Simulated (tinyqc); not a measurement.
Worked calculation: Born-Oppenheimer dynamics on the RHF/3-21g surface (energies and gradients from PySCF), for H3+, spin multiplicity 1. Computed by tinyqc, a small Python program that keeps every step (integrals from PySCF). Settings: charge = 1, multiplicity = 1, basis = 3-21g, time step (fs) = 0.2, steps = 24. Command: `OMP_NUM_THREADS=1 python tinyqc.py 20330 20331 out.jsonl` (the two numbers bound the seeds that draw the settings). One thread of a shared host (Intel(R) Xeon(R) Processor @ 2.60GHz), about 1 s of CPU time with the checks.

## Velocity Verlet step 1

positions (bohr):
```
          x         y         z
1H  0.01134  -0.02457  -0.04535
2H  0.05669  -0.04724   1.58737
3H  0.01323   0.13417  -1.65162
```

velocities (bohr per atomic time unit):
```
              x            y            z
1H  -0.00008100  -0.00002533  -0.00003967
2H   0.00015400  -0.00013833   0.00031733
3H  -0.00007300   0.00016367  -0.00027767
```

gradient (hartree/bohr):
```
             x           y           z
1H  -0.0003861  -0.0008221  -0.0032540
2H   0.0004725  -0.0005979   0.0208022
3H  -0.0000864   0.0014201  -0.0175482
```

masses (electron masses): 1H 1837.15259, 2H 1837.15259, 3H 1837.15259

gradient after step 1 (hartree/bohr):
```
             x           y           z
1H  -0.0004139  -0.0008487  -0.0033467
2H   0.0005037  -0.0006164   0.0212112
3H  -0.0000898   0.0014651  -0.0178646
```

dt = 0.2 fs = 8.2683 atomic units; x' = x + v dt - g dt^2 / (2m); after the new gradient g', v' = v - (g + g') dt / (2m).

positions after step 1 (bohr):
```
          x         y         z
1H  0.01068  -0.02476  -0.04562
2H  0.05796  -0.04838   1.58961
3H  0.01263   0.13550  -1.65359
```

velocities after step 1 (bohr per atomic time unit):
```
              x            y            z
1H  -0.00007920  -0.00002157  -0.00002481
2H   0.00015180  -0.00013560   0.00022279
3H  -0.00007260   0.00015717  -0.00019798
```

## Velocity Verlet step 2

gradient after step 2 (hartree/bohr):
```
             x           y           z
1H  -0.0004379  -0.0008676  -0.0033871
2H   0.0005312  -0.0006333   0.0214730
3H  -0.0000933   0.0015009  -0.0180859
```

As before.

positions after step 2 (bohr):
```
          x         y         z
1H  0.01003  -0.02492  -0.04576
2H  0.05920  -0.04949   1.59105
3H  0.01203   0.13677  -1.65489
```

velocities after step 2 (bohr per atomic time unit):
```
              x            y            z
1H  -0.00007728  -0.00001771  -0.00000966
2H   0.00014947  -0.00013279   0.00012674
3H  -0.00007219   0.00015050  -0.00011708
```

## Energy conservation

The total energy should stay constant up to terms of order dt^2; the step counts as short enough if it moves by less than 2 % of the largest kinetic energy.

Trajectory:
```
time (fs)  1H-2H (angstrom)  potential (hartree)  kinetic (hartree)  total (hartree)
0.00000             0.86442           -1.2151561          0.0002402       -1.2149158
0.20000             0.86578           -1.2150696          0.0001539       -1.2149157
0.40000             0.86665           -1.2150111          0.0000955       -1.2149156
0.60000             0.86704           -1.2149820          0.0000664       -1.2149155
0.80000             0.86694           -1.2149829          0.0000674       -1.2149155
1.00000             0.86635           -1.2150140          0.0000984       -1.2149156
1.20000             0.86528           -1.2150743          0.0001586       -1.2149157
1.40000             0.86374           -1.2151623          0.0002465       -1.2149158
1.60000             0.86173           -1.2152758          0.0003598       -1.2149160
1.80000             0.85928           -1.2154119          0.0004957       -1.2149162
2.00000             0.85641           -1.2155670          0.0006505       -1.2149165
2.20000             0.85314           -1.2157370          0.0008202       -1.2149168
2.40000             0.84950           -1.2159171          0.0010000       -1.2149171
2.60000             0.84553           -1.2161024          0.0011850       -1.2149175
2.80000             0.84126           -1.2162876          0.0013698       -1.2149178
3.00000             0.83673           -1.2164670          0.0015489       -1.2149182
3.20000             0.83198           -1.2166353          0.0017167       -1.2149185
3.40000             0.82706           -1.2167869          0.0018680       -1.2149188
3.60000             0.82201           -1.2169168          0.0019977       -1.2149192
3.80000             0.81689           -1.2170206          0.0021012       -1.2149194
4.00000             0.81176           -1.2170941          0.0021745       -1.2149196
4.20000             0.80665           -1.2171345          0.0022147       -1.2149198
4.40000             0.80163           -1.2171397          0.0022198       -1.2149199
4.60000             0.79675           -1.2171086          0.0021888       -1.2149199
4.80000             0.79206           -1.2170418          0.0021220       -1.2149198
```

The total energy moves within 4.3e-06 hartree, under 2 % of the largest kinetic energy.
